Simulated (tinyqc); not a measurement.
Domain walls in a thin film with perpendicular anisotropy: Bloch, Neel and chiral walls, motion and stripe domains: one step, computed by the program tinyqc. Command: `OMP_NUM_THREADS=1 python tinyqc.py 3003108 3003109 out.jsonl mwall walk`. One thread of a shared host (Intel(R) Xeon(R) Processor @ 2.30GHz), about 0.01 s of CPU time with the checks.

One-dimensional wall: polar angle theta(x), azimuth phi of the moment in the wall (phi = 0 Neel, 90 degrees Bloch). mu_0 = 1.25663706212e-6 T m/A, gamma = 1.76085963023e11 rad/(s T).

Question. Velocity under current. Spin-orbit drive: B_SL = hbar theta_SH J/(2 e M_s t) acts as the field (pi/2) B_SL cos(phi). Steady state: v = (gamma Delta/alpha)(pi/2) B_SL cos(phi) = gamma Delta [B_D sin(phi) - (B_K/2) sin(2 phi)], B_K = 2 K_D/M_s, B_D = pi D/(2 M_s Delta); the root with phi between its rest value and 90 degrees; v saturates at v_D = gamma Delta B_D.

Inputs (values chosen for the exercise, for a model film):

| quantity | value | unit |
|---|---|---|
| saturation magnetisation M_s | 682 | kA/m |
| DMI constant D | 0.046 | mJ/m^2 |
| thickness t | 0.62 | nm |
| damping alpha | 0.21 | - |
| current density J | 0.34 | 1e12 A/m^2 |
| spin Hall angle theta_SH | 0.2 | - |

Drive: spin-orbit torque.

K_D = 4.472293 kJ/m^3

width parameter Delta = 8.938932 nm

azimuth phi = 25.34914 degrees

Constants: hbar = 1.054571817e-34 J s; e = 1.602176634e-19 C.

Give: B_SL; azimuth in motion; velocity; saturation velocity v_D.

Answer.

B_SL = 52.926 mT

azimuth in motion = 88.340 degrees

velocity = 18.050 m/s

saturation velocity v_D = 18.656 m/s

v is 97 % of v_D: the wall has turned towards Bloch, where the torque loses its grip. Caution: pinning, heating and tilting of the wall are left out.
